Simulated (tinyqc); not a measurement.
Resistance of a tapered via with liner, size effect and interface: two fill metals against the diameter.

A round via whose diameter grows from db at the bottom as D(z) = db + 2 z/tan(ang). The fill, of diameter D - 2 tl, starts above the bottom liner (thickness fb tl) and has rho = rho0 (1 + ks lam/(D - 2 tl)); the sidewall liner conducts in parallel with it. The bottom liner and the interface are crossed over the full area pi db^2/4. Spreading in the lines above and below is left out.

Slices between z0 = fb tl and hv, evaluated at their midpoints: conductance per length pi/4 [(D - 2 tl)^2/rho + (D^2 - (D - 2 tl)^2)/rl], slice resistance = slice height over that. 2000 slices. R_fill = sum of the slices; R_bottom = rl fb tl/(pi db^2/4); R_interface = ri/(pi db^2/4). The second fill has rho2, lam2 and tl2 in place of rho0, lam and tl.

Parameters, values chosen for the exercise; fill metal close to tungsten:
```
symbol    value      unit                                                meaning
hv           59        nm                                                 height
ang          89   degrees                                         sidewall angle
rho0       5.25   uohm cm                           bulk resistivity of the fill
lam        15.1        nm                             mean free path of the fill
ks          1.4                                               size-effect factor
tl          2.7        nm                                  liner on the sidewall
fb          0.7                    liner at the bottom over that on the sidewall
rl          500   uohm cm                               resistivity of the liner
ri      1.6e-12  ohm cm^2                    interface resistivity at the bottom
Sb       9.1e14     S/m^2   ballistic conductance per area, about 3/(4 rho0 lam)
rho2       6.23   uohm cm  bulk resistivity of the second fill (close to cobalt)
lam2       11.6        nm                                     its mean free path
tl2         1.3        nm                                              its liner
```

Two fill metals against the diameter:
```
db (nm),"R, first fill (ohm)","R, second fill (ohm)",ratio second/first
8.5,1296,401.3,0.3097
12,318.3,149.2,0.4689
17,104.7,60.26,0.5755
24,41.53,26.14,0.6293
35,16.81,11.00,0.6545
49,7.906,5.242,0.6630
70,3.665,2.440,0.6656
100,1.732,1.153,0.6657
```

The ratio goes from 0.310 to 0.666. The second fill gives the lower R in every row.

Program tinyqc, `OMP_NUM_THREADS=1 python tinyqc.py 2750037 2750038 out.jsonl`; Intel Xeon 2.30GHz, shared host, one thread, about 0.01 s.
